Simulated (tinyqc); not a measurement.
Shallow donor in an anisotropic valley (effective-mass theory): sweeps and comparisons. A value that a table varies takes the place of the one given here.

One valley: H = -c [(d2/dx2 + d2/dy2)/mt + (d2/dz2)/ml] - q/(eps r), c = hbar^2/2m0, q = e^2/(4 pi eps0). Trial function exp(-sqrt((x^2 + y^2)/a^2 + z^2/b^2)) with a > b: T = (c/3)(2/(mt a^2) + 1/(ml b^2)), V = -(q/eps) atan(u/b)/u, u = sqrt(a^2 - b^2). The central cell of the impurity is left out.

Constants: hbar^2/2m0 = 3.80998211 eV angstrom^2; e^2/(4 pi eps0) = 14.39964547 eV angstrom; Ry = 13.60569312 eV; a0 (Bohr radius) = 0.5291772105 angstrom.

Parameters, chosen for this exercise (near those of AlAs; the results hold for these values, not for the real material): mt = 0.191 m0 (transverse mass); eps = 10.4 (dielectric constant); xs = (1.3, 1.7, 3.2, 5.6, 9.6, 28, 63, 120) (ratios ml/mt); ml = 1.067 m0 (longitudinal mass).

## Mass anisotropy

mt and eps fixed, ml varied. Energies in units of Ry*(mt) = Ry mt/eps^2 and lengths in a*(mt) = a0 eps/mt; the last two columns use one mass, 3/(1/ml + 2/mt) or (ml mt^2)^(1/3).

Results:
```
ml/mt   a/a*    b/a  binding  conductivity mass  density-of-states mass
1.30   0.947  0.911    1.089              1.083                   1.091
1.70   0.897  0.828    1.183              1.159                   1.193
3.20   0.800  0.663    1.413              1.297                   1.474
5.60   0.731  0.545    1.622              1.377                   1.776
9.60   0.677  0.452    1.824              1.426                   2.125
28.0   0.598  0.313    2.206              1.474                   3.037
63.0   0.555  0.237    2.469              1.488                   3.979
120    0.529  0.190    2.656              1.494                   4.932
```

What can be read from the table?

The binding grows from 1.09 to 2.66 Ry*(mt); for ml going to infinity the exact problem becomes two-dimensional, with 4 Ry*. The conductivity mass saturates at 1.5 and underbinds, by 15 % at ml/mt = 5.6; the density-of-states mass errs by +9 % there and by +86 % in the last row. With these mt and eps one unit is 24.03 meV.

## What each parameter does

The minimum of the trial energy. Each row changes one parameter from the base and keeps the others.

Results:
```
case           E (meV)  a (angstrom)  b (angstrom)    b/a
base            -38.96         21.07         11.49  0.545
ml = 0.854 m0   -36.95         21.81         12.86  0.589
mt = 0.21 m0    -41.89         19.45         10.96  0.564
eps = 11.4      -32.42         23.10         12.60  0.545
```

What can be read from the table?

The largest shifts from the base row, up to three for each result and ties (the steps differ in size, so this ranks the rows, not the parameters). E (meV): eps +6.53, mt -2.94, ml +2.01. a (angstrom): eps +2.03, mt -1.63, ml +0.74. b (angstrom): ml +1.36, eps +1.11, mt -0.53. b/a: ml +0.044, mt +0.018; unchanged at the printed digits by eps. eps only rescales the solution (E as 1/eps^2, lengths as eps), so b/a depends on ml/mt alone.

Run: tinyqc, `OMP_NUM_THREADS=1 python tinyqc.py 1252135 1252136 out.jsonl`; Intel(R) Xeon(R) Processor @ 2.30GHz, one thread, shared host; about 0.01 s of CPU time with all checks.
